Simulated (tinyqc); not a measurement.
Inside a calculation: charge neutrality level from zone-averaged pseudopotential bands. Values are carried at full precision from step to step, so a last printed digit may differ when a step is redone from the rounded ones.

Empirical pseudopotential on the fcc lattice, atoms at +/- tau, tau = a (1,1,1)/8, no spin-orbit coupling. H(G,G') = c (2 pi/a)^2 |k + G|^2 delta + VS(q) cos(q.tau) + i VA(q) sin(q.tau), q = G - G', c = hbar^2/2m0; k and G in units of 2 pi/a; VS at |q|^2 = 3, 8, 11 and VA at 3, 4, 11, in rydberg, zero elsewhere. At each k the basis holds all G with |k + G|^2 up to 16; energies are counted from the fourth level at Gamma.

Mesh: k = sum_i (n_i + 1/2)/N b_i, n_i = 0 ... N - 1, b = (-1,1,1), (1,-1,1), (1,1,-1); points with the same sorted |kx|, |ky|, |kz| after folding to the shortest k + G are joined, with their count as weight. Neutrality (branch-point) level: E_N = (1/2) mean over k of [E5 + (E3 + E4)/2], E_n the n-th level from below.

Constants: hbar^2/2m0 = 3.80998211 eV angstrom^2; Ry = 13.60569312 eV.

Inputs chosen for the exercise (classic local form factors of the size used for GaAs, without spin-orbit coupling; not measured data): a = 5.63 angstrom (lattice constant); VS = (-0.229, 0.009, 0.06) Ry (symmetric form factors); VA = (0.07, 0.05, 0.01) Ry (antisymmetric form factors); mesh = 3 (points along each reciprocal vector).

## Levels on the mesh

Diagonalise at each joined point.

Levels (eV):
```
kx          ky      kz  weight       E3       E4      E5      E6
0.1667  0.1667  0.1667       2  -0.2954  -0.2954  2.4152  4.9493
0.5000  0.1667  0.1667       6  -1.5881  -1.3196  2.9721  4.6321
0.5000  0.5000  0.1667       6  -2.5083  -0.9819  3.0838  4.9372
0.5000  0.5000  0.5000       1  -0.9280  -0.9280  1.5949  4.9224
0.8333  0.1667  0.1667       6  -2.9126  -2.0324  2.1395  3.6845
0.8333  0.5000  0.1667       6  -3.3031  -2.1333  4.2316  4.4560
```

## Gaps

Level 5 at Gamma, at the lowest of (f,0,0) with f = 0.8, 0.85, 0.9, 1, and at (1/2,1/2,1/2).

gaps to Gamma, Delta/X, L (eV): 1.3626  1.6642  1.5949

## The neutrality level

Energies are counted from the valence top at Gamma. E_N = (1/2) weighted mean of [E5 + (E3 + E4)/2]. Compare with half the smallest indirect gap, min(Delta/X, L)/2, and give the barrier for electrons in the limit of full pinning, min(gaps) - E_N.

mean of E5 = 2.9995 eV
mean of (E3 + E4)/2 = -1.9206 eV
E_N = 0.5394 eV
half the indirect gap = 0.7974 eV
pinned barrier for electrons = 0.8232 eV

E_N lies at 40 % of the gap from the valence top, so pinned contacts have the lower barrier for holes. The two estimates differ by 0.26 eV; both rules are good to a few tenths of an eV only, so a position within that distance of a band edge or of mid-gap is not settled. Local form factors place the indirect gaps only to a few tenths of an eV, and E_N moves with them. Spin-orbit coupling, left out, would lift the valence top by a third of its splitting.

## Checks

- Sum of the weights against N^3: both 27.

(tinyqc, `OMP_NUM_THREADS=1 python tinyqc.py 1850547 1850548 out.jsonl`, Intel(R) Xeon(R) Processor @ 2.30GHz, 1 thread, shared host, about 0.08 s.)
